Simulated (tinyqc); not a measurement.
Concentration-dependent dopant diffusion with charged defects and the built-in field: one step, computed by the program tinyqc.

A constant source C_s feeds a half space. The dopant moves through neutral point defects and through charged ones, whose number grows with the majority carrier density n.

Problem. Intrinsic density and partial diffusivities. n_i = 3.87e16 T^1.5 exp(-7014/T) per cm^3 (T in kelvin, an empirical form); each D = prefactor x exp(-E/(k_B T)); the intrinsic diffusivity D_i is their sum. Temperatures in kelvin are T(C) + 273.15.

Inputs (values chosen for the exercise, modelled on arsenic in silicon):
```
quantity                       value    unit
neutral prefactor D0x         0.0108  cm^2/s
neutral activation energy E0    3.46      eV
singly charged prefactor D01    32.2  cm^2/s
activation energy E1            4.16      eV
temperature T                   1075       C
```

Field enhancement: on.

Constants: k_B = 8.617333262e-05 eV/K.

Give: n_i; partial diffusivities; intrinsic diffusivity D_i.

Solution.

n_i = 1.0540e+19 1/cm^3

partial diffusivities (cm^2/s): Dx 1.2558e-15, D1 9.0482e-15

intrinsic diffusivity D_i = 1.0304e-14 cm^2/s
